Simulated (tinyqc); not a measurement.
Surface photovoltage measurement of the minority-carrier diffusion length in a wafer: one step, computed by the program tinyqc.

Low injection, steady light, a depletion layer much thinner than 1/alpha and L. The excess density dn is taken at the front edge of the neutral region; light that reaches the back is lost.

Task: The linear plot. alpha = (84.732/lambda - 76.417)^2 per cm with lambda in micrometre (an empirical fit for silicon between 0.7 and 1.05 micrometre). Thick wafer: dn = Phi L/((S_f + D/L)(L + 1/alpha)). Finite wafer, with s = S_b L/D, w = W/L, a = alpha L: dn = [Phi a/(a^2 - 1)] [a - B - exp(-alpha W)(a - s)/(cosh w + s sinh w)]/(S_f + B D/L), B = (sinh w + s cosh w)/(cosh w + s sinh w). Readings y = (Phi/dn) (1 + noise x g) at 780, 830, 880, 920, 950, 975 and 995 nm; a least-squares line y = c (1/alpha + L_app) gives L_app = intercept/slope.

Inputs (values chosen for the exercise, modelled on p-type silicon at room temperature):
```
quantity,value,unit
diffusion length L,18,micrometre
wafer thickness W,525,micrometre
diffusivity D,27.5,cm^2/s
front recombination velocity S_f,3400,cm/s
back recombination velocity S_b,120000,cm/s
photon flux entering,2e+12,1/(cm^2 s)
relative noise of each reading,0,%
```

normal deviates g for the noise: [-0.89, -1.02, 1.30, -0.61, -0.43, 0.62, 0.29]

Give: the table «Readings» with the columns 1/alpha (micrometre), y (cm/s), line (cm/s), for lambda (nm) = 780, 830, 880, 920, 950, 975, 995; slope; apparent length L_app; error of L_app (rounded to 0.001).

Result:

Readings:
```
lambda (nm),1/alpha (micrometre),y (cm/s),line (cm/s)
780,9.6,2.868e+04,2.868e+04
830,15.2,3.443e+04,3.443e+04
880,25.3,4.496e+04,4.496e+04
920,40.7,6.087e+04,6.087e+04
950,61.3,8.226e+04,8.226e+04
975,90.9,1.130e+05,1.130e+05
995,130.9,1.545e+05,1.545e+05
```

slope = 1038 cm/(s micrometre)

apparent length L_app = 18 micrometre

error of L_app (rounded to 0.001) = 0 %

At W/L = 29.2 the finite thickness shifts L_app by less than 0.05 %. S_f scales all readings alike and leaves L_app unchanged.
